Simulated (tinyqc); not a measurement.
Kronig-Penney superlattice by transfer matrices, step by step. Values are carried at full precision from step to step, so a last printed digit may differ when a step is redone from the rounded ones.

Wells (width a, potential 0, mass mw) alternate with barriers (width b, height V0, mass mb); period d = a + b; c = hbar^2/2m0. The vector (psi, psi'/m) is continuous, and a layer of thickness t carries it by M = [[cos kt, (m/k) sin kt], [-(k/m) sin kt, cos kt]] with k = sqrt(m (E - V)/c); for E < V, k = i kappa gives [[cosh, (m/kappa) sinh], [(kappa/m) sinh, cosh]] of kappa t. A Bloch state obeys cos(q d) = tr(Mb Mw)/2.

Constants: hbar^2/2m0 = 3.80998211 eV angstrom^2; hbar = 6.58211957e-16 eV s.

Parameters, chosen for this exercise (near those of an InGaAs superlattice with barriers of InAlAs; the results hold for these values, not for the real material):
```
symbol  value   unit      meaning
a       78      angstrom  well width
b       9       angstrom  barrier width
V0      0.544   eV        barrier height
mw      0.0416  m0        mass in the wells
mb      0.0754  m0        mass in the barriers
E       0.0784  eV        trial energy
F       10      kV/cm     field along the axis
```

## Layer matrices at one energy

Form the matrix of the well and of the barrier at E.

k in the well = 0.02926 1/angstrom
kappa in the barrier = 0.09599 1/angstrom

Mw (angstrom units):
```
          1         2
1  -0.65283    1.0770
2  -0.53276  -0.65283
```

Mb (angstrom units):
```
        1        2
1  1.3970  0.76622
2  1.2419   1.3970
```

## The matrix of one period

Multiply M = Mb Mw and take half the trace. If its size is at most 1, E lies in a miniband and q d = arccos(tr M/2); otherwise the state decays by exp(-arccosh|tr M/2|) a period.

M:
```
         1        2
1  -1.3202   1.0044
2  -1.5550  0.42554
```

tr M/2 = -0.4473
q d in a band, or the decay exponent in a gap = 2.035

E lies in a miniband; det M = 1.0000, as for any such product.

## Miniband edges

The edges are the energies where tr M/2 = +1 (q = 0) or -1 (q = pi/d); the first three minibands.

Minibands:
```
band  bottom (eV)  top (eV)  width (meV)
1          0.0413    0.1043         63.0
2          0.2134    0.4208        207.3
3          0.5848    0.9580        373.2
```

2 minibands of these lie wholly below V0. The first gap is 109.1 meV wide; the single well of width a has E1 = 0.0714 eV, inside the first miniband.

## Dispersion along the axis

Solve tr M/2 = cos(q d) inside each miniband at q d/pi = 0, 1/6, ..., 1. The cosine form is E_bottom + (W/2)(1 - cos q d) with the true width W.

Energies (eV):
```
q d/pi  band 1  cosine form  band 2
0.000   0.0413       0.0413  0.4208
0.167   0.0440       0.0456  0.3972
0.333   0.0518       0.0571  0.3508
0.500   0.0643       0.0728  0.3026
0.667   0.0803       0.0886  0.2596
0.833   0.0965       0.1001  0.2268
1.000   0.1043       0.1043  0.2134
```

The cosine form, which holds for hopping between neighbouring wells alone, misses band 1 by at most 8.5 meV, 14 % of its width.

## Mass along the axis

With f(E) = tr M/2, 1 - (q d)^2/2 = 1 + f'(E_bottom)(E - E_bottom) gives m_z = -2 c f'/d^2 (f' by a central difference of 1e-6 eV at the bottom of band 1). The cosine form gives 4 c/(W d^2), W the width of band 1 between tr M/2 = +1 and -1.

f' = -51.70 1/eV
m_z = 0.05205 m0
m_z of the cosine form = 0.03197 m0
W = 62.99 meV

The mass along the axis is 1.25 times mw.

## In a field along the axis

One-band picture: ladder spacing e F d, Bloch frequency e F d/(2 pi hbar), and extent W/(e F) of a Stark state, with W the width of band 1; 1 kV/cm = 1e-5 V/angstrom.

e F d = 8.700 meV
Bloch frequency = 2.104 THz
W/(e F d) = 7.24 periods

The state spreads over about 7 periods.

## Checks

- Bottom of band 1 from 121 plane waves (the mass step taken by inverting the matrix of m) against the transfer matrix, eV: both 0.0413.

tinyqc: `OMP_NUM_THREADS=1 python tinyqc.py 1251276 1251277 out.jsonl`; about 0.2 s, one thread, shared Intel(R) Xeon(R) Processor @ 2.30GHz.
